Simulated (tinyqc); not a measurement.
Tuning the antireflection layer: standing waves and exposure in a photoresist film.

Normal incidence from air. Unexposed resist: N1 = n1 + i k1 with k1 = (A + B) lam/(4 pi), lam in micrometres. r01 = (1 - N1)/(1 + N1), t01 = 2/(1 + N1). Below the resist lie the layer Na = na + i ka and the substrate Ns = ns + i ks: r12 = (r1a + ras x)/(1 + r1a ras x), x = exp(4 pi i Na da/lam), r1a = (N1 - Na)/(N1 + Na), ras = (Na - Ns)/(Na + Ns). With p = exp(2 pi i N1 d/lam), the field at depth z is E(z) = t01 [exp(2 pi i N1 z/lam) + r12 p^2 exp(-2 pi i N1 z/lam)]/(1 + r01 r12 p^2), the relative intensity I(z) = n1 |E(z)|^2 and the reflectance R = |(r01 + r12 p^2)/(1 + r01 r12 p^2)|^2.

Inputs chosen for the exercise (a resist on W, indices near tabulated ones; not measured data):

| symbol | value | unit | meaning |
|---|---|---|---|
| lam | 365 | nm | vacuum wavelength |
| n1 | 1.699 |  | resist index |
| A | 0.87 | 1/micrometre | bleachable absorption (Dill A) |
| B | 0.07 | 1/micrometre | fixed absorption (Dill B) |
| d | 818 | nm | resist thickness |
| ns | 3.423 |  | substrate n |
| ks | 2.335 |  | substrate k |
| na | 1.799 |  | n of the bottom antireflection layer |
| ka | 0.323 |  | its k |

da takes the values listed; the contrast is (Imax - Imin)/(Imax + Imin) over the lowest period of the resist (60 depths).

Results:

| da (nm) | \|r12\|^2 | contrast |
|---|---|---|
| 0 | 0.2608 | 0.761 |
| 10 | 0.2430 | 0.748 |
| 20 | 0.1989 | 0.701 |
| 30 | 0.1389 | 0.613 |
| 40 | 0.0812 | 0.492 |
| 50 | 0.0397 | 0.381 |
| 60 | 0.0190 | 0.280 |
| 75 | 0.0197 | 0.290 |
| 90 | 0.0374 | 0.383 |
| 110 | 0.0479 | 0.373 |
| 140 | 0.0152 | 0.208 |

What does the comparison show, and why?

|r12|^2 starts at 0.2608 and is lowest, 0.0152, at 140 nm of those listed, where the contrast is 0.208 against 0.761. The contrast follows 2|r|/(1 + |r|^2), so even |r12|^2 = 0.01 leaves about 0.2. No listed thickness brings |r12|^2 below 0.01.

tinyqc: `OMP_NUM_THREADS=1 python tinyqc.py 1682380 1682381 out.jsonl`; about 0.01 s, one thread, shared Intel(R) Xeon(R) Processor @ 2.30GHz.
